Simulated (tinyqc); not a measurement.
From resistance per length back to drawn line width w: size effects in the resistivity of thin metal films and interconnect lines. Computed by tinyqc, a small Python program. Command: `OMP_NUM_THREADS=1 python tinyqc.py 3029719 3029720 out.jsonl size inv`. One thread of a shared host (Intel(R) Xeon(R) Processor @ 2.30GHz), about 0.02 s of CPU time with the checks.

Electrons lose their drift at surfaces (a share 1 - p of the hits) and at grain boundaries (reflection R), besides bulk scattering. The line sits in a trench with a non-conducting liner on both walls and the bottom; the spacing equals the drawn width.

Inputs (values chosen for the exercise, modelled on iridium):

| quantity | value | unit |
|---|---|---|
| bulk resistivity rho_b | 5.33 | microohm cm |
| bulk mean free path lambda | 7.51 | nm |
| specularity p | 0 | - |
| grain-boundary reflection R | 0.24 | - |
| grain size over metal width | 0.57 | - |
| aspect ratio (height over width) | 1.4 | - |
| liner thickness t | 0.7 | nm |
| line length | 51 | micrometre |
| permittivity of the dielectric k | 3.4 | - |

Geometry: line.

Constants: eps_0 = 8.8541878128e-12 F/m.

Method:
- Metal width w_m = w - 2t, height h_m = (aspect ratio) w - t, grain size D = (ratio) w_m.
- Mayadas-Shatzkes: alpha = (lambda/D) R/(1 - R); rho_b/rho = 1 - 3 alpha/2 + 3 alpha^2 - 3 alpha^3 ln(1 + 1/alpha).
- Fuchs-Sondheimer film: rho_b/rho = 1 - (3/(2 kappa))(1 - p) int_0^1 (s - s^3)(1 - exp(-kappa/s))/(1 - p exp(-kappa/s)) ds, f = rho/rho_b, kappa = thickness/lambda, 80 Gauss-Legendre points.
- Line: the excess of a film of thickness w_m and of a film of thickness h_m are added, rho/rho_b = 1 + (f(w_m) - 1) + (f(h_m) - 1), an estimate that holds best when both sides exceed lambda.
- Total: rho = rho_b [1 + surface excess + grain excess]; resistance per length rho/(w_m h_m); capacitance per length C = 2 k eps_0 (aspect ratio + 1/2), a parallel-plate estimate for two neighbours plus a fixed term for the planes above and below; delay 0.38 R C L^2; effective resistivity per drawn area.

Problem. A run gave the result below. Find the drawn line width w, known to lie between 7.8 and 12 nm.

resistance per length = 1298.268 ohm/micrometre

Solution.

Each step takes the trial c = (a f_b - b f_a)/(f_b - f_a), f being the result less the target and a, b, c the logarithms of the listed values; c replaces end b, the old b replaces a if the sign of f changed, and otherwise f_a is halved.

Scan of the range:

| drawn line width w (nm) | resistance per length (ohm/micrometre) |
|---|---|
| 7.80 | 2268.50 |
| 8.38 | 1826.21 |
| 9.00 | 1477.13 |
| 9.67 | 1197.47 |
| 10.40 | 971.31 |
| 11.20 | 787.51 |
| 12.00 | 649.69 |

False position (Illinois rule, in the logarithm of the input) inside the bracket:

| step | end a | end b | trial | resistance per length (ohm/micrometre) |
|---|---|---|---|---|
| 1 | 9.00000 | 9.67000 | 9.42296 | 1291.06 |
| 2 | 9.00000 | 9.42296 | 9.39075 | 1304.02 |
| 3 | 9.42296 | 9.39075 | 9.40504 | 1298.25 |
| 4 | 9.39075 | 9.40504 | 9.40500 | 1298.27 |
| 5 | 9.39075 | 9.40500 | 9.40500 | 1298.27 |
| 6 | 9.40500 | 9.40500 | 9.40500 | 1298.27 |

Resistance per length falls at every point of a 13-point scan of the range (every second point is shown), so one value fits; it is bracketed by 9.00 and 9.67. Answer: drawn line width w = 9.405 nm.
